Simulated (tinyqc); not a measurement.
# Permittivity of the insulator from five potentials

Question. A node lies on a semiconductor-insulator interface. Steps: hs = tb/2 down into the semiconductor, ho = tox/1 up into the insulator, hy = L/4 sideways. The flux balance of its box reads eox (hy/ho)(above - node) + eps_r (hy/hs)(below - node) + [(eps_r hs + eox ho)/(2 hy)](left + right - 2 node) - q Na (hs/2) hy/eps0 = 0. Find eox.

Parameters, values chosen for the exercise; semiconductor permittivity close to that of gallium nitride: relative permittivity of the semiconductor eps_r = 9.67; half the body thickness tb = 6 nm; insulator thickness tox = 3.7 nm; channel length L = 24 nm; acceptor density of the depleted body Na = 0 cm^-3.

Constants: q = 1.602176634e-19 C, eps0 = 8.8541878128e-14 F/cm where lengths are in cm. Results are converted to the units shown.

psi (V): node 0.27329420, above -0.03, below 0.38288631, left 0.14087238, right 0.85

Answer. The balance is linear in eox.

eox = 9.000

Computed by the program tinyqc: `OMP_NUM_THREADS=1 python tinyqc.py 2480056 2480057 out.jsonl`, one thread of a shared Intel Xeon 2.30GHz, about 0.09 s for the whole run.
